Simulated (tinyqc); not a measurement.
From single traps to 1/f noise.

13 half-filled traps with time constants tau_j = 2.4e-7 s times 10^(0.5 j), j = 0..12, each shift the threshold by a = 14.7 uV when filled and give the Lorentzian a^2 tau/(1 + (2 pi f tau)^2). For time constants spread evenly in ln tau the sum tends to a^2/(4 f ln(10^0.5)). slope = d ln S/d ln f.

Results:
```
f (Hz)	S (uV^2/Hz)	1/f limit (uV^2/Hz)	slope	j of the largest term
0.01	75.834	4692.3	-3.2104e-4	12
0.1	74.655	469.23	-0.031232	12
1	36.668	46.923	-0.74149	12
30	1.5519	1.5641	-0.99632	9
1000	0.046867	0.046923	-1.0035	6
1e6	2.6074e-5	4.6923e-5	-1.6058	0
1e7	3.3251e-7	4.6923e-6	-1.9938	0
1e8	3.3353e-9	4.6923e-7	-1.9999	0
```

Estimate the missing row, f = 30000 Hz.

Computed row:
```
f (Hz)	S (uV^2/Hz)	1/f limit (uV^2/Hz)	slope	j of the largest term
30000	0.0015397	0.0015641	-1.0195	3
```

With this row back in the table: Below the slowest trap (1/(2 pi tau) = 0.66 Hz) the spectrum is flat, slope 0.00 in the first row; above the fastest (6.6e5 Hz) the slope tends to -2 (-2.00 in the last row). In between, at 30, 1000 and 30000 Hz, the slopes are -1.00, -1.00 and -1.02, and S is 0.12 % below the 1/f limit at 1000 Hz.

Computed by the program tinyqc: `OMP_NUM_THREADS=1 python tinyqc.py 2150101 2150102 out.jsonl`, one thread of a shared Intel Xeon 2.30GHz, about 0.01 s for the whole run.
